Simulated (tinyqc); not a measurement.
Critical temperature from a phonon spectrum: McMillan, Allen-Dynes and the linearised Eliashberg equation: one step, computed by the program tinyqc.

alpha^2 F(omega) = sum_i (lambda_i omega_i/2) delta(omega - omega_i), so that lambda = 2 int alpha^2 F/omega d omega = sum_i lambda_i.

Problem. Largest eigenvalue of the small kernel. K is the kernel of the linearised Eliashberg equation on the Matsubara points omega_n = (2n + 1) pi k_B T; T_c is where its largest eigenvalue rho is zero. Diagonalise K; at rho = 0 the eigenvector c is the gap function Delta_n/omega_n up to a factor; away from it Delta_n/Delta_0 = (2n + 1) c_n/c_0 is only an estimate.

Inputs (values chosen for the exercise, for a model metal): trial temperature = 7.95 K.

Peaks in alpha^2 F: three.

K:
$$\begin{pmatrix}
-0.63164 & 0.87080 & 0.74159 & 0.61934 & 0.51418 & 0.42464 \\
0.87080 & -3.89337 & 0.74855 & 0.63643 & 0.52981 & 0.43758 \\
0.74159 & 0.74855 & -7.00342 & 0.65902 & 0.55984 & 0.46405 \\
0.61934 & 0.63643 & 0.65902 & -9.95411 & 0.59326 & 0.50330 \\
0.51418 & 0.52981 & 0.55984 & 0.59326 & -12.77103 & 0.54462 \\
0.42464 & 0.43758 & 0.46405 & 0.50330 & 0.54462 & -15.47668
\end{pmatrix}$$

Give: largest eigenvalue rho; Delta_n/Delta_0.

Solution.

largest eigenvalue rho = -0.1413

Delta_n/Delta_0: [1.000, 0.886, 0.792, 0.695, 0.601, 0.512]

rho < 0: in this small matrix the trial temperature lies above T_c.
